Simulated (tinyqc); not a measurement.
Which current rules in forward bias: trap-assisted generation and recombination current of an abrupt junction. Computed by tinyqc, a small Python program. Command: `OMP_NUM_THREADS=1 python tinyqc.py 3004197 3004198 out.jsonl junctionleak walk`. One thread of a shared host (Intel(R) Xeon(R) Processor @ 2.30GHz), about 0.01 s of CPU time with the checks.

Depletion approximation, flat quasi-Fermi levels across the depleted layer, long neutral regions with minority lifetimes tau_n and tau_p, full ionisation and Boltzmann statistics. Voltages in exponents stand for e V.

Inputs (values chosen for the exercise, for a model semiconductor): gap E_g = 1.59 eV; electron mass m_e = 0.0703 m_0; valleys M_c = 1; hole mass m_h = 0.584 m_0; dielectric constant eps = 10.5; acceptor density N_A = 6.5e+16 cm^-3; donor density N_D = 1.9e+17 cm^-3; capture time tau_n = 3.7e-09 s; capture time tau_p = 6.2e-06 s; trap level E_t - E_i = -0.012 eV; electron diffusion coefficient D_n = 59 cm^2/s; hole diffusion coefficient D_p = 11 cm^2/s; temperature T = 300 K; tunnelling mass m_t = 0.18 m_0.

Field enhancement: Hurkx tunnelling factor.

Constants: k_B = 8.617333262e-05 eV/K; m_0 = 9.1093837015e-31 kg; k_B = 1.380649e-23 J/K; h = 6.62607015e-34 J s; e = 1.602176634e-19 C; eps_0 = 8.8541878128e-12 F/m; hbar = 1.054571817e-34 J s.

Method:
- N_c = 2 M_c (2 pi m_e k_B T/h^2)^(3/2) and N_v = 2 (2 pi m_h k_B T/h^2)^(3/2), masses in units of m_0.
- n_i = sqrt(N_c N_v) exp(-E_g/2 k_B T); V_bi = (k_B T/e) ln(N_A N_D/n_i^2); diffusion saturation current J_d0 = e n_i^2 [sqrt(D_n/tau_n)/N_A + sqrt(D_p/tau_p)/N_D].
- W = sqrt(2 eps eps_0 (V_bi - V)(1/N_A + 1/N_D)/e), x_p = W N_D/(N_A + N_D), x_n = W - x_p, peak field F_m = 2 (V_bi - V)/W; reverse bias means V = -V_r.
- Both capture times are divided by 1 + Gamma, Gamma = 2 sqrt(3 pi) (F/F_G) exp((F/F_G)^2), F_G = sqrt(24 m_t (k_B T)^3)/(e hbar) (the low-field Hurkx form), F being the local field, linear in x from 0 at the edges to F_m.
- Potential from the p edge: phi = (V_bi - V) x^2/(x_p W) on the p side and (V_bi - V)[1 - (W - x)^2/(x_n W)] on the n side; p = N_A exp(-phi/k_B T), n = n_i^2 exp(V/k_B T)/p; U = (n p - n_i^2)/[tau_p (n + n_i exp(dE/k_B T)) + tau_n (p + n_i exp(-dE/k_B T))], dE = E_t - E_i, n1 = n_i exp(dE/k_B T), p1 = n_i exp(-dE/k_B T); J_t = e int U dx by the trapezoid rule on 400 intervals on each side.
- J_d = J_d0 (exp(V/k_B T) - 1). Ideality n = (e/k_B T) dV/d ln J, central difference of 1 mV. The rows stop just below the bias where n = 0.1 p or tau_p n = 0.1 tau_n p at the p edge, or the like at the n edge.

k_B T = 0.0258520 eV

n_i = 100969 cm^-3

J_d0 = 3.18463e-21 A/cm^2

Forward characteristic:
```
V (V)  J_t (A/cm^2)  J_d (A/cm^2)  ideality of J_t  ideality of the sum
0.23     1.0678e-11    2.3272e-17           1.8377               1.8377
0.36     1.4502e-10    3.5546e-15           1.9733               1.9732
0.49     1.8377e-09    5.4287e-13           1.9816               1.9810
0.62     2.3339e-08    8.2909e-11           1.9744               1.9676
0.76     3.6606e-07    1.8642e-08           1.9586               1.8716
0.89     4.8559e-06    2.8471e-06           1.9280               1.4356
1.02     6.8607e-05    4.3481e-04           1.8639               1.0674
1.15     1.0241e-03    6.6406e-02           1.9765               1.0076
```

Diffusion overtakes recombination between 0.89 and 1.02 V, and the ideality of the sum goes from 1.84 to 1.01, with a maximum of 1.98 at 0.49 V. The ideality of J_t alone lies between 1.84 and 1.98; it stays below 2 because the zone where n and p are alike widens as the field falls, and at the lowest bias the terms in n1 and p1 lower it too. Caution: one side is doped near or above its effective density of states, so Boltzmann statistics understate V_bi.

Extremes, crossings and ranges named in words are read from the listed rows.
